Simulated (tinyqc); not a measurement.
## Model parameters from four stresses

Problem. The threshold shift of a transistor under bias-temperature stress follows dV = A (V/V0)^g exp[-(Ea q/kB)(1/T - 1/T0)] (t/1 s)^n. Find n, A, g and Ea.

Parameters, values chosen for the exercise: reference stress voltage V0 = 1.7 V; reference temperature T0 = 373 K.

Constants: q = 1.602176634e-19 C, kB = 1.380649e-23 J/K. Results are converted to the units shown.

dV at (V0, T0, 10 s), (V0, T0, 1000 s), (1.4 V, T0, 1000 s) and (V0, 398 K, 1000 s) (mV): 35.679822  93.847494  37.680314  125.81408

Answer. Each pair differs in one condition, and the logarithm of its ratio gives one exponent.

n = 0.2100
A = 22.00 mV
g = 4.700
Ea = 0.1500 eV

Program tinyqc, `OMP_NUM_THREADS=1 python tinyqc.py 2070045 2070046 out.jsonl`; Intel Xeon 2.30GHz, shared host, one thread, about 0.01 s.
